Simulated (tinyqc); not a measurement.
Koster-Slater impurity in an sp3s* host: sweeps and comparisons. A value that a table varies takes the place of the one given here.

sp3s* tight binding, nearest neighbours only: anion (a) at 0, cation (c) at a/4 (1,1,1), orbitals s, px, py, pz, s* on each; k in units of 2 pi/a. With phases e_j = exp(i (pi/2) k.n_j) for n = (1,1,1), (1,-1,-1), (-1,1,-1), (-1,-1,1): g0 = (e1+e2+e3+e4)/4, g1 = (e1+e2-e3-e4)/4, g2 = (e1-e2+e3-e4)/4, g3 = (e1-e2-e3+e4)/4. The diagonal holds the levels Esa, Epa, Exa (s*) and Esc, Epc, Exc. Anion-cation block: <sa|sc> = Vss g0; <sa|xc> = Vsapc g1; <xa|sc> = -Vscpa g1; <xa|xc> = Vxx g0; <xa|yc> = <ya|xc> = Vxy g3, <xa|zc> = <za|xc> = Vxy g2, <ya|zc> = <za|yc> = Vxy g1; <s*a|xc> = Vxapc g1; <xa|s*c> = -Vpaxc g1; y and z take g2 and g3 in place of g1; s-s* and s*-s* vanish.

A defect on a cation site (c) shifts the s level there by Vs or the three p levels by Vp and leaves the rest. A level in the gap solves 1/Vs = G_s(E) (symmetry A1) or 1/Vp = G_p(E) (T2, threefold), with G(E) = (1/N^3) sum over k and bands of w/(E - e), where w is the weight of the state on the s orbital of that site, or the mean weight on its px, py, pz. Mesh: k = f1 (-1,1,1) + f2 (1,-1,1) + f3 (1,1,-1), f = (j + 1/2)/N, j = 0 to N - 1. Energies from the top of the valence band at Gamma; the s* orbital of the site is left as it is. An infinite shift removes the s or p orbitals, the model of the ideal vacancy: G(E) = 0.

Inputs chosen for the exercise (out of a larger set: near a published set for Si; not measured data): p = (-4.181, 1.711, -4.181, 1.711, 6.654, 6.654, -8.254, 1.713, 4.583, 5.729, 5.729, 5.395, 5.395) eV (order Esa, Epa, Esc, Epc, Exa, Exc, Vss, Vxx, Vxy, Vsapc, Vscpa, Vxapc, Vpaxc); N = 4 (mesh); V = -6.4 eV (shift of the s level).

## Level against strength of the defect

Eg (smallest gap of the host) = 1.15064 eV

A dash: no level in the gap from 0 to Eg. The last row is the ideal vacancy.

Levels (eV above the valence band):
```
shift (eV)     A1     T2
-40             -  0.653
-20             -  0.786
-12         0.124  0.930
-8          0.494  1.057
-5          0.873      -
-3          1.145      -
+3              -      -
+5              -      -
+8              -      -
+12             -  0.052
+20             -  0.210
+40             -  0.353
vacancy         -  0.505
```

A1: a level lies in the gap for the attractive shifts -3, -5, -8 and -12 eV, and no repulsive one does; G has no zero in the gap, so there is no vacancy level there and a strong enough shift drives the level out through the far edge. T2: a level lies in the gap for the attractive shifts -8, -12, -20 and -40 eV and for the repulsive +12, +20 and +40 eV; both branches tend to the vacancy level, 0.505 eV, which pins them. A level passes the edges where the shift equals 1/G, a value that is sensitive to the mesh there: on this one 1/G(0) = -13.8 and 1/G(Eg) = -3.0 eV for s, 10.3 and -5.8 eV for p.

## Convergence with the mesh

The same level (G_s = 1/V) on meshes of growing size; a dash: no level from 0 to Eg.

Mesh:
```
N  points  G_s(Eg/2) (1/eV)  level (eV)
2       8          -0.14062      0.6657
3      27          -0.13767      0.6812
4      64          -0.13705      0.6857
6     216          -0.13703      0.6856
8     512          -0.13703      0.6856
```

Against N = 8, G at mid-gap is off by -0.00360 at N = 2 and 0.00000 1/eV at N = 6; the level moves by 0.0 meV from N = 6 to 8. Errors in G are magnified in the level by 1/|dG/dE|, and a level near a band edge needs the finest mesh, since the sum there is ruled by few points.

Program tinyqc; command `OMP_NUM_THREADS=1 python tinyqc.py 1451989 1451990 out.jsonl`; about 0.04 s on one thread of a shared Intel(R) Xeon(R) Processor @ 2.30GHz.
